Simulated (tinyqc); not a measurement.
MP2 on RHF in the sto-3g basis, for Li+, spin multiplicity 1, step by step. One step of it, computed by the program tinyqc.

Question. Second-order Moller-Plesset energy. E2 = sum_ijab (ia|jb) [2 (ia|jb) - (ib|ja)] / (e_i + e_j - e_a - e_b) over occupied i, j and virtual a, b; the opposite-spin part is (ia|jb)^2 / denominator, the rest is same-spin, and SCS-MP2 scales them by 6/5 and 1/3.

orbital energies (hartree): MO1 -2.736765, MO2 -0.180035, MO3 -0.094515, MO4 -0.094515, MO5 -0.094515

Two-electron integrals over orbitals (pq|rs), unique and non-zero (hartree):
```
(11|11) 1.661917    (21|11) -0.179091   (21|21) 0.029694    (22|11) 0.398950
(22|21) -0.009460   (22|22) 0.282245    (31|31) 0.009708    (32|31) 0.013460
(32|32) 0.060914    (33|11) 0.396386    (33|21) -0.006021   (33|22) 0.285613
(33|33) 0.312946    (41|41) 0.009708    (42|41) 0.013460    (42|42) 0.060914
(43|43) 0.016869    (44|11) 0.396386    (44|21) -0.006021   (44|22) 0.285613
(44|33) 0.279207    (44|44) 0.312946    (51|51) 0.009708    (52|51) 0.013460
(52|52) 0.060914    (53|53) 0.016869    (54|54) 0.016869    (55|11) 0.396386
(55|21) -0.006021   (55|22) 0.285613    (55|33) 0.279207    (55|44) 0.279207
(55|55) 0.312946
```

Hartree-Fock energy = -7.13544763 hartree

Give: Terms; Pair energies; MP2 correlation energy; SCS-MP2 correlation energy; MP2 total energy.

Answer.

Terms:
```
i  j  a  b  (ia|jb)  (ib|ja)  denominator       term
1  1  2  2   0.0297   0.0297      -5.1135  -1.72e-04
1  1  3  3   0.0097   0.0097      -5.2845  -1.78e-05
1  1  4  4   0.0097   0.0097      -5.2845  -1.78e-05
1  1  5  5   0.0097   0.0097      -5.2845  -1.78e-05
```

Pair energies (hartree; pair i-j sums ij and ji):
```
pair  opposite spin  same spin
1-1       -2.26e-04     0.0000
```

MP2 correlation energy = -0.000226 hartree

SCS-MP2 correlation energy = -0.000271 hartree

MP2 total energy = -7.135674 hartree
